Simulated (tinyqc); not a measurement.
Franz-Keldysh effect at a direct gap: one step. Airy factors at E. Three cases, with inputs chosen for the exercise.

Problem. Form b, Ai(b), Ai'(b) and the factor pi sqrt(th) [Ai'^2 - b Ai^2] for each band, beside sqrt(E - Eg) (zero below the gap).

Ai is the Airy function, th the electro-optic energy of each hole band from the table (its other columns are not needed here), b = (Eg - E)/th with th in eV; the factor takes the place of sqrt(E - Eg) in the joint density of states.

Case 1.

Values chosen (out of a larger set: near those of InGaAs; not measured data): E = 0.826 eV (photon energy); Eg = 0.737 eV (direct gap).

Scales:

| hole | mr (m0) | th (meV) | length (angstrom) |
|---|---|---|---|
| heavy | 0.0369963 | 36.24605 | 53.303 |
| light | 0.0229570 | 42.49537 | 62.493 |

Case 2.

Values chosen (out of a larger set: near those of InP; not measured data): E = 1.441 eV (photon energy); Eg = 1.352 eV (direct gap).

Scales:

| hole | mr (m0) | th (meV) | length (angstrom) |
|---|---|---|---|
| heavy | 0.0693667 | 52.00006 | 32.500 |
| light | 0.0420654 | 61.43453 | 38.397 |

Case 3.

Values chosen (out of a larger set: near those of InP; not measured data): E = 1.339 eV (photon energy); Eg = 1.338 eV (direct gap).

Scales:

| hole | mr (m0) | th (meV) | length (angstrom) |
|---|---|---|---|
| heavy | 0.0722518 | 16.04957 | 57.320 |
| light | 0.0436556 | 18.98453 | 67.802 |

Give: Factors.

Solution.

Case 1.

Factors:

| hole | b | Ai(b) | Ai'(b) | factor (eV^(1/2)) | without field |
|---|---|---|---|---|---|
| heavy | -2.4554 | -0.08182 | 0.6896 | 0.2942 | 0.2983 |
| light | -2.0943 | 0.1672 | 0.6564 | 0.3169 | 0.2983 |

Case 2.

Factors:

| hole | b | Ai(b) | Ai'(b) | factor (eV^(1/2)) | without field |
|---|---|---|---|---|---|
| heavy | -1.7115 | 0.3834 | 0.4537 | 0.3277 | 0.2983 |
| light | -1.4487 | 0.4792 | 0.2735 | 0.3173 | 0.2983 |

Case 3.

Factors:

| hole | b | Ai(b) | Ai'(b) | factor (eV^(1/2)) | without field |
|---|---|---|---|---|---|
| heavy | -0.0623 | 0.3711 | -0.2581 | 0.02993 | 0.0316 |
| light | -0.0527 | 0.3687 | -0.2583 | 0.03198 | 0.0316 |

Computed by tinyqc, one run a case: `OMP_NUM_THREADS=1 python tinyqc.py N N+1 out.jsonl` with N = 1650878, 1650998, 1651227; one thread of a shared Intel(R) Xeon(R) Processor @ 2.30GHz, about 0.01 s a run at most.
